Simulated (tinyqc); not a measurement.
Valley-orbit splitting of a donor ground state, with strain: one step, computed by the program tinyqc. Command: `OMP_NUM_THREADS=1 python tinyqc.py 3000221 3000222 out.jsonl valleyorbit walk`. One thread of a shared host (Intel(R) Xeon(R) Processor @ 2.30GHz), about 0.01 s of CPU time with the checks.

The basis is the 1s envelope in each valley; energies are counted from the unstrained conduction-band edge. The strain is e_s (a a^T - 1/3) for the unit stress axis a, so valley j along n_j moves by Xi_u e_s w_j with w_j = (n_j.a)^2 - 1/3: +2/3 for [111], -2/9 for the others.

Question. Levels and ground state under strain. Diagonalise H; the ground vector has positive components. The density at the nucleus, and so the contact hyperfine coupling, scales as (sum_j c_j)^2/(number of valleys), which is 1 without strain; the envelopes are held fixed.

Valleys: four along <111>. Stress axis: [111].

H (meV):
```
            [111]    [1-1-1]    [-11-1]    [-1-11]
[111]     1.76667   -0.50000   -0.50000   -0.50000
[1-1-1]  -0.50000  -14.26889   -0.50000   -0.50000
[-11-1]  -0.50000   -0.50000  -14.26889   -0.50000
[-1-11]  -0.50000   -0.50000   -0.50000  -14.26889
```

Give: levels; valley amplitudes of the ground state; hyperfine ratio A/A_0.

Answer.

levels (meV): -15.313  -13.769  -13.769  1.811

valley amplitudes of the ground state: [111] 0.05064, [1-1-1] 0.57661, [-11-1] 0.57661, [-1-11] 0.57661

hyperfine ratio A/A_0 = 0.79252
